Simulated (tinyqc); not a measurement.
## Permittivity of the insulator from five potentials

Problem. A node lies on a semiconductor-insulator interface. Steps: hs = tb/3 down into the semiconductor, ho = tox/2 up into the insulator, hy = L/6 sideways. The flux balance of its box reads eox (hy/ho)(above - node) + eps_r (hy/hs)(below - node) + [(eps_r hs + eox ho)/(2 hy)](left + right - 2 node) - q Na (hs/2) hy/eps0 = 0. Find eox.

Parameters, values chosen for the exercise; semiconductor permittivity made up:
- eps_r = 13.3 (relative permittivity of the semiconductor)
- tb = 8 nm (body thickness)
- tox = 2.7 nm (insulator thickness)
- L = 50 nm (channel length)
- Na = 8.6e17 cm^-3 (acceptor density of the depleted body)

Constants: q = 1.602176634e-19 C, eps0 = 8.8541878128e-14 F/cm where lengths are in cm. Results are converted to the units shown.

psi (V): node -0.059459290, above -0.069168358, below -0.049908581, left 0.039622136, right -0.076123787

Solution. The balance is linear in eox.

eox = 7.500

Numbers from tinyqc (`OMP_NUM_THREADS=1 python tinyqc.py 2480088 2480089 out.jsonl`; about 0.1 s on one thread of a shared Intel Xeon 2.30GHz).
